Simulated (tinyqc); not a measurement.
Trap density from two Hall measurements.

Question. p-type body, charge-sheet picture, full ionisation (an idealisation for deep acceptors), Boltzmann statistics for free electrons. e = Ec - EF at the surface. psi = Eg - Vt ln(Nv/Na) - e; N_dep = sqrt(2 eps0 eps_r Na (psi - Vt)/q); n_f = sqrt(N_dep^2 + 2 eps0 eps_r Vt Nc exp(-e/Vt)/q) - N_dep; Vg = Vfb + psi + q (N_dep + n_t + n_f)/Cox, Cox = eps0 eox/tox. Find e and n_t at both points and the mean trap density between them.

Parameters, values chosen for the exercise; band and dielectric values close to those of 4H silicon carbide: temperature T = 250 K; band gap Eg = 3.22 eV; relative permittivity eps_r = 9.77; conduction-band density of states at T Nc = 1.29e19 cm^-3; valence-band density of states at T Nv = 1.88e19 cm^-3; relative permittivity of the insulator eox = 3.9; insulator thickness tox = 56 nm; acceptor density Na = 5.1e16 cm^-3; flat-band voltage without trapped charge Vfb = -2.8 V.

Constants: q = 1.602176634e-19 C, kB = 1.380649e-23 J/K, Vt = kB T/q, eps0 = 8.8541878128e-14 F/cm where lengths are in cm. Results are converted to the units shown.

Vg (V): [9.2636998, 14.081165]
free sheet density from the Hall effect (cm^-2): [1.2276806e9, 3.3867189e10]

Solution. Each n_f fixes e; what the gate voltage holds beyond psi, N_dep and n_f is trapped; the difference quotient is the density, smeared over a few Vt.

e (eV): [0.1480, 0.07600]
n_t (cm^-2): [2.240e12, 4.018e12]
mean trap density = 2.470e13 cm^-2 eV^-1

Computed by the program tinyqc: `OMP_NUM_THREADS=1 python tinyqc.py 2222036 2222037 out.jsonl`, one thread of a shared Intel Xeon 2.30GHz, about 0.04 s for the whole run.
